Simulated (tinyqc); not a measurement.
# From one set of inputs to another, one input at a time

Model: inversion-layer mobility, back-scattering and ballistic limit of a field-effect transistor. Computed by tinyqc, a small Python program. Command: `OMP_NUM_THREADS=1 python tinyqc.py 3010019 3010020 out.jsonl mos ladder`. One thread of a shared host (Intel(R) Xeon(R) Processor @ 2.30GHz), about 0.01 s of CPU time with the checks.

The charge at the top of the source barrier is fixed by the gate; series resistance and short-channel effects are left out. F_j are Fermi integrals normalised to exp(eta) in the classical limit.

The inputs printed are set A. Set A is modelled on a silicon p-channel; the values taken over come from a set modelled on a silicon n-channel. Inputs not listed in the table keep their values of set A, so the rows need not describe a real material.

Inputs (values chosen for the exercise, modelled on a silicon p-channel):
```
quantity,value,unit
transport mass m,0.29,m_0
valley degeneracy g_v,1,-
weight w of the inversion charge,0.333,-
permittivity eps,11.7,-
"phonon mobility at 1 MV/cm and 300 K, mu_ph",100,cm^2/(V s)
"roughness mobility at 1 MV/cm, mu_sr",120,cm^2/(V s)
"Coulomb mobility at N_inv = 1e12/cm^2, mu_C",250,cm^2/(V s)
electrical oxide thickness t_inv,3.7,nm
depletion charge N_dep,2e+12,1/cm^2
gate overdrive V_G - V_T,0.99,V
drain voltage V_D,0.05,V
channel length L,540,nm
exponent a of the critical length,0.56,-
temperature T,77,K
```

Statistics at the top of the barrier: Fermi-Dirac.

Constants: eps_0 = 8.8541878128e-12 F/m; e = 1.602176634e-19 C; m_0 = 9.1093837015e-31 kg; k_B = 1.380649e-23 J/K; hbar = 1.054571817e-34 J s; k_B = 8.617333262e-05 eV/K.

Method:
- N_inv = 3.9 eps_0 (V_G - V_T)/(e t_inv); effective field E_eff = e (N_dep + w N_inv)/(eps eps_0).
- mu_phonon = mu_ph (E_eff/1 MV/cm)^(-0.3) (T/300 K)^(-1.75); mu_rough = mu_sr (E_eff/1 MV/cm)^(-2); mu_Coulomb = mu_C (N_inv/1e12 cm^-2) (T/300 K); Matthiessen's rule adds 1/mu.
- F_j(eta) = (1/Gamma(j + 1)) int_0^infinity x^j/(1 + exp(x - eta)) dx, F_0 = ln(1 + exp(eta)). Integrals over x = E/(k_B T) use 160 Gauss-Legendre points in u = sqrt(x) from 0 to sqrt(max(eta, 0) + 32).
- Ballistic channel: N_2D = g_v m k_B T/(pi hbar^2), U = e V_D/(k_B T); eta_F solves N_inv = (N_2D/2)[F_0(eta_F) + F_0(eta_F - U)]; v_T = sqrt(2 k_B T/(pi m)); I/W = e (N_2D/2) v_T [F_1/2(eta_F) - F_1/2(eta_F - U)]; injection velocity v_T F_1/2(eta_F)/F_0(eta_F).
- Mean free path lambda = (2 k_B T/e)(mu/v_T) F_0(eta_0)/F_-1/2(eta_0), with eta_0 from N_inv = N_2D F_0(eta_0); critical length l = L (1 + U)^(-a), an empirical rule; back-scattering r = l/(l + lambda). Then eta solves N_inv = (N_2D/2)[(1 + r) F_0(eta) + (1 - r) F_0(eta - U)] and I/W = e (N_2D/2) v_T (1 - r)[F_1/2(eta) - F_1/2(eta - U)].
- Ballistic ratio: I over the ballistic current. Apparent mobility 1/(1/mu + 1/mu_B), mu_B = mu L/lambda.

Each row keeps all changes above it:
```
input moved,from,to,effective mobility mu (cm^2/(V s)),mean free path lambda (nm),injection velocity (1e7 cm/s)
set A,-,-,152.38,9.5697,1.2716
depletion charge N_dep (1/cm^2),2e+12,2.2e+12,145.03,9.1082,1.2716
gate overdrive V_G - V_T (V),0.99,0.71,140.97,7.5759,1.1469
drain voltage V_D (V),0.05,1.2,140.97,7.5759,1.2358
channel length L (nm),540,41,140.97,7.5759,1.2358
"phonon mobility at 1 MV/cm and 300 K, mu_ph (cm^2/(V s))",100,320,152.41,8.1910,1.2358
electrical oxide thickness t_inv (nm),3.7,2.8,158.14,9.6796,1.4135
transport mass m (m_0),0.29,0.19,158.14,9.6198,2.1492
```

Where does the difference come from?

Effective mobility mu goes from 152 to 158, a factor 1.04 in all. The largest single move comes from phonon mobility at 1 MV/cm and 300 K, mu_ph (a factor 1.08), and depletion charge N_dep works against it (a factor 0.952). Mean free path lambda goes from 9.57 to 9.62, a factor 1.005 in all. The largest single move comes from gate overdrive V_G - V_T (a factor 0.832), but it runs against the net change; the largest move in the direction of the net change is electrical oxide thickness t_inv (a factor 1.18). Injection velocity goes from 1.27 to 2.15, a factor 1.69 in all. The largest single move comes from transport mass m (a factor 1.52), and gate overdrive V_G - V_T works against it (a factor 0.902). The single moves hold for this order of the switches; the total does not depend on the order.

Caution (rows set A, depletion charge N_dep, gate overdrive V_G - V_T, drain voltage V_D): the current exceeds the long-channel drift law, so the empirical rule for l, meant for short channels, is too generous here. Caution (all rows): in a degenerate gas the layer that can return carriers is set by E_F rather than k_B T, so l is underestimated.

Extremes, crossings and ranges named in words are read from the listed rows.
